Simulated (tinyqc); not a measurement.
Quasi-harmonic thermal expansion with mode Grueneisen parameters: one step, computed by the program tinyqc.

A crystal with two atoms a cell; per atom there are 1 transverse acoustic (TA), 1/2 longitudinal acoustic (LA) and 3/2 optical (O) modes. Every frequency of group i scales as nu_i (V/V0)^(-gamma_i). The acoustic groups have Debye spectra, density 3 nu^2/nu_i^3 up to nu_i (40 Gauss-Legendre points); the optical group has one frequency. Static energy: E = (9 V0 B0/16) [y^3 B' + y^2 (2 - 4 y)], y = (V0/V)^(2/3) - 1, with pressure P_s = (3 B0/2) (z^7 - z^5) [1 + (3/4)(B' - 4)(z^2 - 1)], z = (V0/V)^(1/3).

Problem. Properties at the equilibrium volume. For a mode with x = h nu/(k_B T), n = 1/(exp(x) - 1): U = h nu (n + 1/2), C/k_B = x^2 n (n + 1); U_i and C_i sum these over group i with its weight per atom. Phonon pressure P_ph = sum_i gamma_i U_i/V. B_T = -V d(P_s + P_ph)/dV at fixed T (central difference, step 1e-4 V); alpha_V = sum gamma_i C_i k_B/(B_T V), all at V(T); the linear coefficient is alpha_L = alpha_V/3. C_P - C_V = alpha_V^2 B_T V T; the optical frequency is nu_O (V/V0)^(-gamma_O).

Inputs (values chosen for the exercise, modelled on magnesium oxide): static volume V0 = 9.34 angstrom^3/atom; static bulk modulus B0 = 161 GPa; static B' = 4.04; frequency nu_TA = 8.21 THz; frequency nu_LA = 12.5 THz; frequency nu_O = 15.1 THz; Grueneisen parameter gamma_TA = 1.4; Grueneisen parameter gamma_LA = 1.5; Grueneisen parameter gamma_O = 1.7; temperature T = 200 K.

Acoustic groups: Debye.

volume V(T) = 9.470983 angstrom^3/atom

Constants: h x 1 THz = 4.135667696 meV; k_B = 8.617333262e-05 eV/K; 1 eV/angstrom^3 = 160.2176634 GPa.

Give: volume change from V0; isothermal bulk modulus B_T; linear expansion coefficient; C_V; C_P - C_V; optical frequency at V(T).

Solution.

volume change from V0 = 1.402 %

isothermal bulk modulus B_T = 156.6 GPa

linear expansion coefficient = 8.249 ppm/K

C_V = 1.751 k_B/atom

C_P - C_V = 0.01316 k_B/atom

optical frequency at V(T) = 14.75 THz
